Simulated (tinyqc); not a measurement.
Inside a calculation: bond unit of a tetrahedral oxide and its oxygen vacancy in tight binding. Values are carried at full precision from step to step, so a last printed digit may differ when a step is redone from the rounded ones.

Two sp3 hybrids h1, h2 at eh = (es + 3 ep)/4 point at one oxygen with orbitals s, px, py, pz; x joins the two cations, z bisects the angle phi, and th = (180 - phi)/2. With u = hbar^2/(m d^2) = 2c/d^2, c = hbar^2/2m0: Vhs = -(1.32 + sqrt3 x 1.42) u/2 and Vhp = (1.42 + sqrt3 x 2.22) u/2. <h|s> = Vhs for both; <h1|px> = Vhp cos(th), <h2|px> = -Vhp cos(th); <h|pz> = Vhp sin(th) for both; py is a lone pair. The unit holds 8 electrons. Coupling between units, which widens the levels into bands, is left out.

Constants: hbar^2/2m0 = 3.80998211 eV angstrom^2.

Values chosen for the exercise (near tabulated values for SiO2; shifted at random, so the results belong to these values and not to a real crystal): es = -14.92 eV (s level of the cation); ep = -7.52 eV (p level of the cation); eos = -33.32 eV (s level of oxygen); eop = -16.46 eV (p level of oxygen); d = 1.62 angstrom (cation-oxygen distance); phi = 144 degrees (bond angle at oxygen); R = 2.87 angstrom (cation-cation distance across the vacancy).

## Level and couplings

Form eh, u, Vhs, Vhp and th.

eh (hybrid level) = -9.3700 eV
u = 2.9035 eV

Vhs, Vhp (eV): -5.4869  7.6437

th = 18.0 degrees

## The matrix

Fill it in.

H (eV):
```
         h1       h2         s        px        py        pz
h1  -9.3700        0   -5.4869    7.2696         0    2.3620
h2        0  -9.3700   -5.4869   -7.2696         0    2.3620
s   -5.4869  -5.4869  -33.3200         0         0         0
px   7.2696  -7.2696         0  -16.4600         0         0
py        0        0         0         0  -16.4600         0
pz   2.3620   2.3620         0         0         0  -16.4600
```

## Levels, weights and charge

Diagonalise; the four lowest levels are filled. The excess of electrons on oxygen is twice the oxygen weight of the filled levels less 6.

levels (eV): -35.6619  -23.7898  -17.4042  -16.4600  -6.0838  -2.0402

weights:
```
    level 1  level 2  level 3  level 4  level 5  level 6
h1    0.042    0.169    0.036    0.000    0.422    0.331
h2    0.042    0.169    0.036    0.000    0.422    0.331
s     0.914    0.000    0.017    0.000    0.069    0.000
px    0.000    0.663    0.000    0.000    0.000    0.337
py    0.000    0.000    0.000    1.000    0.000    0.000
pz    0.003    0.000    0.910    0.000    0.087    0.000
```

highest filled to lowest empty = 10.3762 eV
excess electrons on oxygen = 1.014

The highest filled level is the py orbital of oxygen (100 %) and the lowest empty one is 84 % cation hybrid, even under exchange of the two cations. The spacing is that of an isolated unit and exceeds the gap of the solid.

## The odd block in closed form

The combination (h1 - h2)/sqrt2 couples to px alone, with W2 = sqrt2 Vhp cos(th); W3 = (eh - eop)/2; levels (eh + eop)/2 -/+ sqrt(W2^2 + W3^2); polarity W3/sqrt(W2^2 + W3^2).

W2, W3 (eV): 10.2808  3.5450

levels of the odd block (eV): -23.7898  -2.0402

polarity = 0.3260

## The neutral oxygen vacancy

Without the oxygen the two hybrids face each other at distance R and couple by -V2, V2 = 3.22 x 2c/R^2, c = hbar^2/2m0: a bond at eh - V2 with two electrons and an antibond at eh + V2. Levels are measured from eop, the lone-pair level that stands for the top of the valence band.

Form V2 and the two levels above eop. R is a chosen distance; in real silica the neutral vacancy relaxes to about 2.5 angstrom.

V2 = 2.9788 eV

levels above eop (eV): bond 4.1112, lone hybrid 7.0900, antibond 10.0688

bond-antibond splitting = 5.9577 eV

The filled bond lies 4.11 eV above the lone pairs, so it can trap a hole; the antibond lies below the lowest empty level of the intact unit (10.38 eV). A lone hybrid, as in a dangling bond, sits at 7.09 eV.

## Checks

- Levels of the odd block against the full matrix: they agree to 1e-10 or better.

Computed by tinyqc, a small Python program: `OMP_NUM_THREADS=1 python tinyqc.py 1451708 1451709 out.jsonl` (the numbers bound the seed that draws the inputs); one thread of a shared host (Intel(R) Xeon(R) Processor @ 2.30GHz), about 0.01 s for the whole set of steps.
